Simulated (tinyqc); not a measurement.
On-chip interconnect, size-dependent resistivity and RC delay: one step of the calculation.

A rectangular line between two neighbours and two ground planes. Surface and grain-boundary scattering are added to the bulk resistivity as corrections; capacitances are parallel-plate values without fringing; inductance is ignored.

Question. Ladder and Elmore delays. 5 equal pi sections: series Rs = r Lw/5; node capacitances c Lw/5, halved at nodes 0 and 5, with Cl added to node 5; Rd feeds node 0. Elmore delay of node k: the sum, over the resistors on the path to k, of resistance times all capacitance downstream of it.

Values chosen for this exercise; metal values close to those of copper: line length Lw = 6.2 um; driver resistance Rd = 310 ohm; load capacitance Cl = 0.12 fF.

r = 1.5602950 ohm/um
c = 0.044270939 fF/um

Give: Rs; C; Elmore delay.

Answer.

Rs = 1.9348 ohm

```
node    C (fF)  Elmore delay (ps)
0     0.027448            0.12229
1     0.054896            0.12300
2     0.054896            0.12360
3     0.054896            0.12410
4     0.054896            0.12449
5      0.14745            0.12478
```

The far-end value equals Rd (c Lw + Cl) + r Lw (c Lw/2 + Cl) for any number of pi sections; the line resistance contributes 1.99 % of it.

Computed by the program tinyqc: `OMP_NUM_THREADS=1 python tinyqc.py 2100124 2100125 out.jsonl`, one thread of a shared Intel Xeon 2.30GHz, about 0.01 s for the whole run.
